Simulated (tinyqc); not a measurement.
Absorption edge of a degenerate semiconductor, band filling against gap narrowing: approximations to the Fermi level.

n-type, parabolic bands, full ionisation. eta = (EF - Ec)/kB T solves N = Nc F12(eta), F12(x) = (2/sqrt(pi)) int_0^infinity sqrt(u)/(1 + exp(u - x)) du. The gap shrinks rigidly by dEg = a3 y^(1/3) + a4 y^(1/4) + a2 y^(1/2), y = N/1e18 cm^-3, an empirical law that is here taken as the true narrowing.

With u = N/Nc: Boltzmann ln u; Joyce-Dixon ln u + 0.353553 u - 4.95009e-3 u^2 + 1.48386e-4 u^3 - 4.42563e-6 u^4; degenerate limit (3 sqrt(pi) u/4)^(2/3). The Einstein ratio is D/(mu Vt) = F12/Fm, Fm(x) = dF12/dx = (1/sqrt(pi)) int_0^infinity u^(-1/2)/(1 + exp(u - x)) du.

Parameters, values chosen for the exercise:

| symbol | value | unit | meaning |
|---|---|---|---|
| Nc | 4.35e17 | cm^-3 | conduction-band density of states at 300 K, from me |

Results:

| N (cm^-3) | N/Nc | eta | Boltzmann | Joyce-Dixon | degenerate | D/(mu Vt) |
|---|---|---|---|---|---|---|
| 2.8e16 | 0.06437 | -2.720 | -2.743 | -2.720 | 0.1942 | 1.023 |
| 6.1e16 | 0.1402 | -1.915 | -1.964 | -1.915 | 0.3263 | 1.049 |
| 1.3e17 | 0.2989 | -1.103 | -1.208 | -1.103 | 0.5404 | 1.105 |
| 2.8e17 | 0.6437 | -0.2150 | -0.4406 | -0.2150 | 0.9013 | 1.224 |
| 6e17 | 1.379 | 0.8002 | 0.3216 | 0.8002 | 1.498 | 1.470 |
| 2.7e18 | 6.207 | 3.859 | 1.826 | 3.858 | 4.083 | 2.898 |
| 5.9e18 | 13.56 | 6.752 | 2.607 | 6.713 | 6.876 | 4.674 |
| 1.3e19 | 29.89 | 11.57 | 3.397 | 9.973 | 11.64 | 7.811 |

Estimate the missing row, N = 1.3e18 cm^-3.

Computed row:

| N (cm^-3) | N/Nc | eta | Boltzmann | Joyce-Dixon | degenerate | D/(mu Vt) |
|---|---|---|---|---|---|---|
| 1.3e18 | 2.989 | 2.111 | 1.095 | 2.111 | 2.508 | 1.979 |

With this row back in the table: Boltzmann is within 0.1 of eta up to N/Nc = 0.14, Joyce-Dixon within 0.01 up to 6.2, and the degenerate limit is off by 0.071 in the last row. The Einstein ratio rises from 1.02 to 7.81: degenerate carriers diffuse faster for the same mobility.

Range of the model: Band tails, non-parabolic bands and incomplete ionisation are left out.

Numbers from tinyqc (`OMP_NUM_THREADS=1 python tinyqc.py 2330014 2330015 out.jsonl`; about 0.01 s on one thread of a shared Intel Xeon 2.30GHz).
